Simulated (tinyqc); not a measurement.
# Changing the temperature T

Model: classical Heisenberg spin chain: exact results, Metropolis, heat-bath and over-relaxation steps, and a Monte Carlo run. Computed by tinyqc, a small Python program. Command: `OMP_NUM_THREADS=1 python tinyqc.py 3130180 3130181 out.jsonl heismc sweep`. One thread of a shared host (Intel(R) Xeon(R) Processor @ 2.30GHz), about 0.01 s of CPU time with the checks.

E = -J sum_i s_i . s_(i+1) for unit vectors s_i on an open chain; K = J/(k_B T).

Inputs (values chosen for the exercise, for a model chain of large moments): coupling J = 29 meV; moment mu = 4.7 mu_B.

Constants: k_B = 8.617333262e-05 eV/K; mu_B = 5.7883818060e-05 eV/T.

Method. Each bond angle is independent, so u = <s_i . s_(i+1)> = coth K - 1/K, <s_i . s_(i+n)> = u^n, correlation length xi = -1/ln|u|, energy per bond -J u, heat capacity per bond c/k_B = 1 - K^2/sinh^2 K, and for the long chain chi = mu^2 (1 + u)/(3 k_B T (1 - u)) per spin.

One run for each value:

| temperature T (K) | chi (mu_B/T per spin) | xi (sites) | heat capacity (k_B/bond) | u |
|---|---|---|---|---|
| 17.4 | 1.0711e+01 | 18.836 | 1.0000 | 0.94830 |
| 30.0 | 3.5340e+00 | 10.710 | 1.0000 | 0.91086 |
| 51.6 | 1.1545e+00 | 6.008 | 0.9996 | 0.84668 |
| 88.9 | 3.6724e-01 | 3.275 | 0.9704 | 0.73687 |
| 153.0 | 1.1812e-01 | 1.780 | 0.7562 | 0.57024 |
| 264.0 | 4.2193e-02 | 1.048 | 0.4025 | 0.38501 |
| 454.0 | 1.7718e-02 | 0.698 | 0.1647 | 0.23848 |
| 782.0 | 8.4134e-03 | 0.512 | 0.0595 | 0.14171 |
| 1350.0 | 4.3248e-03 | 0.401 | 0.0205 | 0.08275 |
| 2320.0 | 2.3482e-03 | 0.330 | 0.0070 | 0.04828 |

Describe and explain the trends.

Over the rows, chi (mu_B/T per spin) falls from 10.7 to 0.00235 (exponent d ln y / d ln x -2.0 between the first rows and -1.1 between the last); xi (sites) falls from 18.8 to 0.330 (exponent d ln y / d ln x -1.0 between the first rows and -0.36 between the last); heat capacity (k_B/bond) falls from 1.00 to 0.00698. At the low end the exponent of chi is -2.04, close to -2: chi goes as xi/T with xi as 1/T. At the low end the exponent of xi is -1.04, close to -1: xi grows as K.
